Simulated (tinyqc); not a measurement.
Diffused layer (Gaussian), carriers, mobility and sheet resistance: one step of the calculation.

An n-type layer from the surface x = 0 to the junction xj, N(x) = N0 exp(-(x/Ld)^2). Local neutrality (no depletion at surface or junction, no spilling of carriers), intrinsic carriers neglected, full ionisation of active dopants.

Task. Junction depth and local values. xj = Ld sqrt(ln(N0/Nb)); 14 equal steps from 0 to xj. Active dopant A = min(N, Ns); n = A - Nb; mobility mu = m1 + (m2 (T/300 K)^(-bt) - m1)/(1 + ((A + Nb)/Nr)^am).

Parameters, values chosen for the exercise; values close to those of phosphorus in germanium over a p-type background:
```
symbol    value        unit                                 meaning
T           250           K                             temperature
Nb       2.6e16       cm^-3  background doping of the opposite type
N0       4.5e19       cm^-3             peak chemical concentration
m1          148  cm^2/(V s)           mobility limit at high doping
m2         3800  cm^2/(V s)  mobility limit at low doping, at 300 K
Nr      2.59e17       cm^-3    reference doping of the mobility law
am        0.572                        exponent of the mobility law
bt          2.4                          temperature exponent of m2
Ns      4.95e19       cm^-3       solubility limit of active dopant
Ld           91          nm            diffusion length 2 sqrt(D t)
```

Wanted: xj; x; N; A; n; mu.

Result.

xj = 248.49 nm
x, point 0 to 14 (nm): [0.00, 17.75, 35.50, 53.25, 71.00, 88.75, 106.49, 124.24, 141.99, 159.74, 177.49, 195.24, 212.99, 230.74, 248.49]
N, point 0 to 14 (cm^-3): [4.5000e19, 4.3320e19, 3.8648e19, 3.1953e19, 2.4483e19, 1.7385e19, 1.1440e19, 6.9767e18, 3.9430e18, 2.0652e18, 1.0024e18, 4.5092e17, 1.8797e17, 7.2620e16, 2.6000e16]
A, point 0 to 14 (cm^-3): [4.5000e19, 4.3320e19, 3.8648e19, 3.1953e19, 2.4483e19, 1.7385e19, 1.1440e19, 6.9767e18, 3.9430e18, 2.0652e18, 1.0024e18, 4.5092e17, 1.8797e17, 7.2620e16, 2.6000e16]
n, point 0 to 14 (in units of 1e19 cm^-3): [4.4974, 4.3294, 3.8622, 3.1927, 2.4457, 1.7359, 1.1414, 0.6951, 0.3917, 0.2039, 0.0976, 0.0425, 0.0162, 0.0047, 0.0000]
mu, point 0 to 14 (cm^2/(V s)): [433.26, 439.21, 457.78, 491.24, 543.76, 622.19, 737.03, 903.69, 1143.4, 1481.6, 1940.7, 2521.1, 3173.5, 3789.7, 4249.0]

The mobility runs from 433 to 4250 cm^2/(V s).

Computed by the program tinyqc: `OMP_NUM_THREADS=1 python tinyqc.py 2110152 2110153 out.jsonl`, one thread of a shared Intel Xeon 2.30GHz, about 0.01 s for the whole run.
